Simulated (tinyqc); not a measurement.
# Which input was changed?

Model: hot carriers by balance equations with a heated Maxwellian. Computed by tinyqc, a small Python program. Command: `OMP_NUM_THREADS=1 python tinyqc.py 3002699 3002700 out.jsonl hot which`. One thread of a shared host (Intel(R) Xeon(R) Processor @ 2.30GHz), about 0.2 s of CPU time with the checks.

The carriers follow a Maxwellian at an electron temperature T_e, slightly displaced; the drift energy is neglected against k_B T_e. The balance averages the rate, not the time, so mu_0 lies below the relaxation-time value.

Inputs (values chosen for the exercise, modelled on electrons in diamond):

| quantity | value | unit |
|---|---|---|
| effective mass m | 0.492 | m_0 |
| density rho | 3515 | kg/m^3 |
| sound velocity v_l | 18400 | m/s |
| acoustic deformation potential D_A | 9.2 | eV |
| phonon energy hbar w | 143 | meV |
| optical or intervalley deformation potential D_o | 7.8 | 1e8 eV/cm |
| final valleys Z_f | 5 | - |
| lattice temperature T | 300 | K |
| electric field F | 5.2 | kV/cm |
| mixing | 0.2 | - |
| iteration cap | 300 | - |

Band: parabolic. Solver: damped fixed point.

Constants: k_B = 8.617333262e-05 eV/K; k_B = 1.380649e-23 J/K; e = 1.602176634e-19 C; hbar = 1.054571817e-34 J s; m_0 = 9.1093837015e-31 kg; hbar = 6.582119569e-16 eV s.

Method:
- Parabolic band: E = hbar^2 k^2/(2 m), speed v = hbar k/m, states per spin, volume and energy g(E) = m k/(2 pi^2 hbar^2). Masses are multiplied by m_0 and all formulas are in SI units.
- Phonon occupation N_q = 1/(exp(hbar w/(k_B T)) - 1).
- Acoustic deformation potential (elastic, equipartition, absorption and emission together): 1/tau = 2 pi k_B T D_A^2 g(E)/(hbar rho v_l^2).
- Optical or intervalley deformation potential: 1/tau = (pi Z_f D_o^2/(rho w)) [N_q g(E + hbar w) + (N_q + 1) g(E - hbar w)], with g = 0 below the band edge.
- Averages over the Maxwellian, <y> = int y x^(1/2) exp(-x) dx / int x^(1/2) exp(-x) dx with x = E/(k_B T_e), split at x_0 = hbar w/(k_B T_e): 64 Gauss-Legendre points in sqrt(x) below it and 128 in sqrt(x - x_0) above it, up to x = 32. Momentum balance: mu(T_e) = e/(m nu), nu = <x (sum of rates)>/<x>. Power lost per carrier: P(T_e) = hbar w <emission rate - absorption rate> + <(2 m v_l^2/(k_B T)) (E - 2 k_B T) acoustic rate>.
- Energy relaxation time at weak heating: tau_E = (3/2) k_B / (dP/dT_e), the derivative by a central difference of +/- 0.5 K at T_e = T.
- Fixed point: T_out = T + (T_e - T) e mu(T_e) F^2/P(T_e), T_new = T_e + mixing (T_out - T_e).
- Start at T_e = 1.5 T; stop when T_e moves by less than 1e-6 K or exceeds 1e6 K.
- v = mu(T_e) F; warm-carrier coefficient (mu/mu_0 - 1)/F^2.

Problem. One of these inputs alone was changed, within the range given: effective mass m (0.246 to 0.984); phonon energy hbar w (71.5 to 286); optical or intervalley deformation potential D_o (3.9 to 15.6); lattice temperature T (150 to 600). Which one, and to what value?

Results:

| run | low-field mobility mu_0 (cm^2/(V s)) | mobility mu(T_e) (cm^2/(V s)) | electron temperature T_e (K) |
|---|---|---|---|
| before | 3465.860 | 1622.931 | 480.5923 |
| after | 6043.717 | 1842.304 | 482.0665 |

Solution.

Each candidate set to reproduce low-field mobility mu_0, and what it then gives:

| candidate | range searched | value needed | mobility mu(T_e) (cm^2/(V s)) | electron temperature T_e (K) |
|---|---|---|---|---|
| effective mass m (m_0) | 0.246 to 0.984 | 0.3939 | 2119.5 | 567.79 |
| phonon energy hbar w (meV) | 71.5 to 286 | out of reach | - | - |
| optical or intervalley deformation potential D_o (1e8 eV/cm) | 3.9 to 15.6 | out of reach | - | - |
| lattice temperature T (K) | 150 to 600 | 231.0 | 1842.3 | 482.07 |

Only lattice temperature T fits every result: it went from 300 to 231 K. The next best candidate, effective mass m, misses one result by 18 %.

Caution: the drift energy m v^2/2 is not small against the heating (3/2) k_B (T_e - T), so T_e - T is rough.
